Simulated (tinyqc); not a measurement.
Worked calculation: thin (001) film in sp3s* tight binding with raised dangling bonds. Values are carried at full precision from step to step, so a last printed digit may differ when a step is redone from the rounded ones.

sp3s* tight binding, nearest neighbours only: anion (a) at 0, cation (c) at a/4 (1,1,1), orbitals s, px, py, pz, s* on each; k in units of 2 pi/a. With phases e_j = exp(i (pi/2) k.n_j) for n = (1,1,1), (1,-1,-1), (-1,1,-1), (-1,-1,1): g0 = (e1+e2+e3+e4)/4, g1 = (e1+e2-e3-e4)/4, g2 = (e1-e2+e3-e4)/4, g3 = (e1-e2-e3+e4)/4. The diagonal holds the levels Esa, Epa, Exa (s*) and Esc, Epc, Exc. Anion-cation block: <sa|sc> = Vss g0; <sa|xc> = Vsapc g1; <xa|sc> = -Vscpa g1; <xa|xc> = Vxx g0; <xa|yc> = <ya|xc> = Vxy g3, <xa|zc> = <za|xc> = Vxy g2, <ya|zc> = <za|yc> = Vxy g1; <s*a|xc> = Vxapc g1; <xa|s*c> = -Vpaxc g1; y and z take g2 and g3 in place of g1; s-s* and s*-s* vanish.

Values chosen for the exercise (out of a larger set: near a published set for Si, fitted to gaps, whose masses and valley positions are rough; not measured data):
```
symbol  value                                                                                       unit  meaning
p       (-4.21, 1.71, -4.21, 1.71, 6.689, 6.689, -8.321, 1.728, 4.607, 5.731, 5.731, 5.396, 5.396)  eV    order Esa, Epa, Esc, Epc, Exa, Exc, Vss, Vxx, Vxy, Vsapc, Vscpa, Vxapc, Vpaxc
N       5                                                                                                 atomic planes in the small film
dl      30                                                                                          eV    shift of the dangling hybrids
```

## Bulk edges along [001]

Gap at Gamma and minimum on (0,0,kz), kz from 0.5 to 1, from the bulk Ev. States at zero in-plane momentum come from this line alone.

edges (eV): Gamma 3.4560, Delta 1.1728

kz of the minimum = 0.7321 2 pi/a

## The two blocks of the small film

Planes alternate anion (a), cation (c) along [001], a/4 apart, starting with an anion; zero in-plane momentum; levels counted from the bulk Ev, the lower root of [[Epa, Vxx], [Vxx, Epc]]; no spin-orbit coupling. Block of s, pz, s*: from an anion to the cation above, Vss/2 (s,s), Vsapc/2 (s,z), -Vscpa/2 (z,s), Vxx/2 (z,z), Vxapc/2 (s*,z), -Vpaxc/2 (z,s*); to the cation below the same with the s-z and s*-z signs reversed. Block of u = (px + py)/sqrt2 and v = (px - py)/sqrt2: to the cation above (Vxx + Vxy)/2 for u and (Vxx - Vxy)/2 for v, to the cation below the reverse. Each surface atom has two dangling sp3 hybrids; raising both by dl adds (dl/2) [[1, t], [t, 1]] to its s, pz levels (t = -1 at the bottom face, +1 at the top) and dl to the one of u, v in whose plane the missing bonds lie (v for a bottom anion or a top cation, u for a top anion).

Fill them in.

s, pz, s* block (eV), lower triangle:
```
         sa1     za1    *a1     sc2     zc2    *c2     sa3     za3    *a3     sc4     zc4    *c4
sa1   10.808
za1  -15.000  16.728
*a1        0       0  6.707
sc2   -4.160  -2.865      0  -4.192
zc2    2.865   0.864  2.698       0   1.728
*c2        0  -2.698      0       0       0  6.707
sa3        0       0      0  -4.160  -2.865      0  -4.192
za3        0       0      0   2.865   0.864  2.698       0   1.728
*a3        0       0      0       0  -2.698      0       0       0  6.707
sc4        0       0      0       0       0      0  -4.160  -2.865      0  -4.192
zc4        0       0      0       0       0      0   2.865   0.864  2.698       0   1.728
*c4        0       0      0       0       0      0       0  -2.698      0       0       0  6.707
sa5        0       0      0       0       0      0       0       0      0  -4.160  -2.865      0
za5        0       0      0       0       0      0       0       0      0   2.865   0.864  2.698
*a5        0       0      0       0       0      0       0       0      0       0  -2.698      0

        sa5     za5    *a5
sa5  10.808
za5  15.000  16.728
*a5       0       0  6.707
```

u, v block (eV), lower triangle:
```
       ua1     va1     uc2    vc2    ua3     va3     uc4    vc4     ua5    va5
ua1  1.728
va1      0  31.728
uc2  3.167       0   1.728
vc2      0  -1.440       0  1.728
ua3      0       0  -1.440      0  1.728
va3      0       0       0  3.167      0   1.728
uc4      0       0       0      0  3.167       0   1.728
vc4      0       0       0      0      0  -1.440       0  1.728
ua5      0       0       0      0      0       0  -1.440      0  31.728
va5      0       0       0      0      0       0       0  3.167       0  1.728
```

## Levels of the small film

Diagonalise both blocks.

levels of the s, pz, s* block (eV): -11.688  -9.460  -6.209  -2.357  1.806  2.020  3.140  3.957  6.707  7.056  8.073  9.490  10.067  29.305  29.308

levels of the u, v block (eV): -2.252  -2.252  -0.820  -0.820  4.233  4.233  5.681  5.681  31.798  31.798

No level lies between 0 and the bulk edge 1.173 eV; confinement has widened the gap at zero in-plane momentum to 2.626 eV.

## Checks

- Lowest conduction level of 201 planes, with the dangling hybrids shifted far away, against the bulk edge: 1.174 against 1.173.

Program tinyqc; command `OMP_NUM_THREADS=1 python tinyqc.py 1480592 1480593 out.jsonl`; about 0.4 s on one thread of a shared Intel(R) Xeon(R) Processor @ 2.30GHz.
